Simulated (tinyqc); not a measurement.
## Depth and level of a trap from the time ratio

Question. For an oxide trap tc/te = exp(E/Vt) with E = E0 - dpsi - (xt/tox)(Vg - VT - dpsi), dpsi being the rise of the surface potential above its value at threshold. Find xt and E0, and the depth that would be read if dpsi were ignored.

Parameters, values chosen for the exercise:
- T = 200 K (temperature)
- tox = 2.4 nm (insulator thickness)

Constants: q = 1.602176634e-19 C, kB = 1.380649e-23 J/K, Vt = kB T/q. Results are converted to the units shown.

Vg - VT (V): 0.28  0.43
tc/te: 1.5151115  0.45901752
dpsi (V): 0.052974450  0.061145276

Solution. E + dpsi is a straight line in the oxide voltage Vg - VT - dpsi with slope -xt/tox and intercept E0. Ignoring dpsi assigns the motion of the bands to the trap and overstates its depth.

xt = 0.210 nm
E0 = 0.0800 eV
depth read without dpsi = 0.329 nm

Numbers from tinyqc (`OMP_NUM_THREADS=1 python tinyqc.py 2710025 2710026 out.jsonl`; about 0.01 s on one thread of a shared Intel Xeon 2.30GHz).
